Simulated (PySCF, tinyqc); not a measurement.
Inside a calculation. Method: G0W0 on RHF in the sto-6g basis, for H3+, spin multiplicity 1. The lowest restricted solution is unstable here: a spin-polarised one lies 0.0096 hartree lower (PySCF). One step of it, computed by the program tinyqc.

Task: Iteration 9 (converged): orbitals. Diagonalise F' = X^T F X, C = X C', fill 1 alpha and 1 beta electrons from the bottom; D = 2 C_occ C_occ^T. Each column has its largest component positive (the first on a tie).

converged F (hartree):
```
           1H 1s      2H 1s      3H 1s
1H 1s  -0.640086  -0.483644  -0.483644
2H 1s  -0.483644  -0.479492  -0.160003
3H 1s  -0.483644  -0.160003  -0.479492
```

X:
```
               1          2         3
1H 1s   1.032557   0.000000  0.549970
2H 1s  -0.691599   0.728515  0.410553
3H 1s  -0.691599  -0.728515  0.410553
```

Give: F' = X^T F X; orbital energies; coefficients C; D after iteration 9.

Result:

F' = X^T F X (hartree):
```
         1        2        3
1   0.0873   0.0000  -0.0425
2   0.0000  -0.3391   0.0000
3  -0.0425   0.0000  -0.8460
```

orbital energies (hartree): MO1 -0.8479, MO2 -0.3391, MO3 0.0892

coefficients C:
```
          MO1      MO2      MO3
1H 1s  0.5962   0.0000   1.0065
2H 1s  0.3788   0.7285  -0.7095
3H 1s  0.3788  -0.7285  -0.7095
```

D after iteration 9:
```
        1H 1s   2H 1s   3H 1s
1H 1s  0.7110  0.4517  0.4517
2H 1s  0.4517  0.2869  0.2869
3H 1s  0.4517  0.2869  0.2869
```
